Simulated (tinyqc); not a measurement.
# Hexagonal on-chip spiral inductor, lumped pi model, step by step

tinyqc, about 0.01 s, one thread, Intel Xeon 2.30GHz (shared host): `OMP_NUM_THREADS=1 python tinyqc.py 2302216 2302217 out.jsonl` Printed values are rounded.

Outer diameter do = di + 2 n wd + 2 (n - 1) sp, mean da = (do + di)/2, fill p = (do - di)/(do + di), length l = 3.464 n da. L = 2.33 mu0 n^2 da/(1 + 3.82 p), mu0 = 4 pi 1e-7 H/m. Rs = rho l/(wd delta (1 - exp(-th/delta))), delta = sqrt(rho/(pi f mu0)). Cs = n wd^2 eps0 eo/hu across the coil. At each end Cox = l wd eps0 eo/(2 ho) leads to the substrate branch Rsi = 2 rs he/(l wd) in parallel with Csi = l wd eps0 11.7/(2 he). With one end grounded Y = 1/(Rs + i w L) + i w Cs + 1/[1/(i w Cox) + 1/(1/Rsi + i w Csi)], w = 2 pi f; Q = -Im Y/Re Y. Eddy currents in neighbouring turns and in the substrate are left out.

Inputs (values chosen for the exercise); values of the order met in silicon radio-frequency processes: number of turns n = 1.5; line width wd = 4 um; space between turns sp = 2 um; inner diameter di = 80 um; metal thickness th = 4 um; metal resistivity rho = 3 uohm cm; oxide below the coil ho = 3.2 um; oxide between coil and underpass hu = 1.4 um; relative permittivity of the oxide eo = 3; substrate resistivity rs = 20 ohm cm; effective spreading depth in the substrate he = 30 um; frequency f = 7.7 GHz.

Constants: eps0 = 8.8541878128e-12 F/m. Results are converted to the units shown.

## Geometry and model elements

do, l, L, delta, Rs, Cs, Cox, Rsi and Csi as defined.

do = 94 um
l = 452.0520 um
L = 0.4384031 nH
delta = 0.9934257 um
Rs = 3.474808 ohm
Cs = 0.4553582 fF
Cox = 7.504787 fF
Rsi = 6636.405 ohm
Csi = 3.121992 fF

Rs is 4.10 times the direct-current value in this empirical form, which overstates the skin effect of a flat slab when delta is near th and so stands in for some current crowding.

## Admittance, quality factor and apparent inductance

Series branch 1/(Rs + i w L), substrate branch, total Y, Q = -Im Y/Re Y, apparent inductance Im(1/Y)/w, metal-only value w L/Rs, share of the loss in the substrate Re(substrate branch)/Re Y.

series branch = 7.52211-45.91486i mS
substrate branch = 0.0692072+0.1269529i mS
Y = 7.59132-45.76588i mS
Q = 6.028711
apparent inductance = 0.4395415 nH
w L/Rs = 6.103984
share of the loss in the substrate = 0.9116618 %

Q is 98.8 % of the metal-only value.
